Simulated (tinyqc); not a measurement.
Inside a calculation. Model: grain growth, pinning, strength and diffusional creep of a polycrystal or thin film. Computed by tinyqc, a small Python program that keeps every step. Command: `OMP_NUM_THREADS=1 python tinyqc.py 3027343 3027344 out.jsonl grain walk`. One thread of a shared host (Intel(R) Xeon(R) Processor @ 2.30GHz), about 0.01 s of CPU time with the checks. Intermediate numbers are printed to about 5 digits and carried at full precision; extremes and crossings named in words are read from the listed rows.

One mean grain size d describes the structure.

Inputs (values chosen for the exercise, modelled on nickel):

| quantity | value | unit |
|---|---|---|
| shear modulus G | 79.7 | GPa |
| Burgers vector b | 2.492 | angstrom |
| atomic volume Omega | 10.94 | angstrom^3 |
| boundary energy gamma | 0.82 | J/m^2 |
| mobility prefactor M0 | 4.1e-06 | m^4/(J s) |
| activation energy of boundary motion Q_m | 1.41 | eV |
| anneal temperature T | 566 | K |
| anneal time t | 290 | s |
| initial grain size d0 | 24 | nm |
| particle volume fraction f | 0.00014 | - |
| particle radius r | 1.6 | nm |
| film thickness h | 150 | nm |
| surface energy gamma_s | 2.1 | J/m^2 |
| friction stress sigma_0 | 36 | MPa |
| Hall-Petch slope k_y | 0.17 | MPa m^0.5 |
| lattice diffusion energy Q_l | 2.89 | eV |
| boundary diffusion energy Q_b | 1.16 | eV |
| lattice prefactor D0 | 3.2e-05 | m^2/s |
| boundary prefactor delta D0b | 2.7e-14 | m^3/s |
| applied stress sigma | 26 | MPa |
| service temperature T_c | 709 | K |

Sample: thin film on a substrate.

Constants: k_B = 8.617333262e-05 eV/K; k_B = 1.380649e-23 J/K.

## Mobility and the sizes at which growth stops

M = M0 exp(-Q_m/(k_B T)). The driving pressure is 2 gamma/d. Zener pinning pressure 3 f gamma/(2 r) stops growth at d_Z = 4 r/(3 f). Grooves where boundaries meet the surface have the angle theta = arcsin(gamma/(2 gamma_s)) and are taken to stop growth at d_h = h/(2 theta), a few film thicknesses; the limit is 1/d_lim = 1/d_Z + 1/d_h.

mobility M = 1.1425e-18 m^4/(J s)

Zener size d_Z = 15238 nm

groove angle theta = 0.19650 rad

groove limit d_h = 381.68 nm

limit d_lim = 372.35 nm

The grooves set the tighter limit.

## Grain size after the anneal

dd/dt = 2 M gamma (1/d - 1/d_lim) integrates to 2 M gamma t = d_lim (d0 - d) + d_lim^2 ln[(d_lim - d0)/(d_lim - d)]; without pinning d^2 = d0^2 + 4 M gamma t.

size without pinning = 40.777 nm

grain size d = 39.597 nm

Pinning holds d to 97 % of the free value.

## Yield stress

Hall-Petch term k_y/sqrt(d). Orowan term 3.06 x 0.4 G b ln(2 rbar/b)/(pi lambda sqrt(1 - nu)) with nu = 1/3, rbar = sqrt(2/3) r, lambda = rbar (sqrt(pi/f) - 2). Film term (threading dislocation, matched substrate, the geometry of an fcc (111) film taken for all cases): 3.464 G b ln(2 h/b)/(4 pi (1 - nu) h). The terms are added to sigma_0.

Hall-Petch term = 854.32 MPa

Orowan term = 115.34 MPa

film term = 388.35 MPa

yield stress = 1394.0 MPa

The largest term is the Hall-Petch one. The anneal changed the Hall-Petch term from 1097 to 854 MPa. Caution: the grains are smaller than the film is thick, so they are not columnar, and the groove drag and film term are overstated.

## Diffusional creep at T_c

Nabarro-Herring rate = 14 sigma Omega D_l/(k_B T d^2), D_l = D0 exp(-Q_l/(k_B T)); Coble rate = 14 pi sigma Omega delta D_b/(k_B T d^3), delta D_b = delta D0b exp(-Q_b/(k_B T)); they are equal at d_x = pi delta D_b/D_l.

Nabarro-Herring rate = 2.3782e-11 1/s

Coble rate = 3.1572 1/s

crossover size d_x = 5.2566e+09 micrometre

time to 1 % strain = 0.0031674 s

Boundary diffusion carries the creep, by a factor 1.3e11. Caution: T_c is above the anneal temperature, so the grains would go on growing in service.

## Strength against creep resistance

Hall-Petch term k_y/sqrt(d).

At T_c and sigma:

| d (nm) | Hall-Petch term (MPa) | Nabarro-Herring (1/s) | Coble (1/s) | time to 1 % (s) |
|---|---|---|---|---|
| 30 | 981.50 | 4.1432e-11 | 7.2598e+00 | 1.3775e-03 |
| 100 | 537.59 | 3.7289e-12 | 1.9601e-01 | 5.1017e-02 |
| 300 | 310.38 | 4.1432e-13 | 7.2598e-03 | 1.3775e+00 |
| 1000 | 170.00 | 3.7289e-14 | 1.9601e-04 | 5.1017e+01 |
| 3000 | 98.15 | 4.1432e-15 | 7.2598e-06 | 1.3775e+03 |
| 10000 | 53.76 | 3.7289e-16 | 1.9601e-07 | 5.1017e+04 |
| 100000 | 17.00 | 3.7289e-18 | 1.9601e-10 | 5.1017e+07 |

From 100 micrometre to 30 nm grains the Hall-Petch term grows 58 times, while the time to 1 % strain shrinks by 10.6 decades. Coble creep rules in 7 of the seven rows (d_x is a millimetre or more). Fine grains resist slip but creep fast. The Hall-Petch value at 30 nm is at the edge of that law, and in a film grains much larger than h lose atoms to the surfaces instead.

## Growth with time

The formulas are those given above.

At T:

| t (s) | free growth (nm) | pinned growth (nm) | d/d_lim |
|---|---|---|---|
| 110 | 31.4 | 30.95 | 0.08311 |
| 370 | 44.3 | 42.83 | 0.11503 |
| 1100 | 68.5 | 64.57 | 0.17341 |
| 3700 | 120.2 | 107.69 | 0.28922 |
| 11000 | 204.4 | 168.91 | 0.45363 |
| 37000 | 373.1 | 260.36 | 0.69924 |
| 110000 | 642.5 | 338.50 | 0.90909 |
| 370000 | 1177.8 | 371.43 | 0.99752 |

The apparent exponent d ln d/d ln t of the pinned growth is at most about 0.42, below the ideal 1/2, and falls to 0.077 in the last rows: the initial size hides the law early and pinning hides it late.

Checks made by the program: d against numerical integration (relative difference 1e-09).
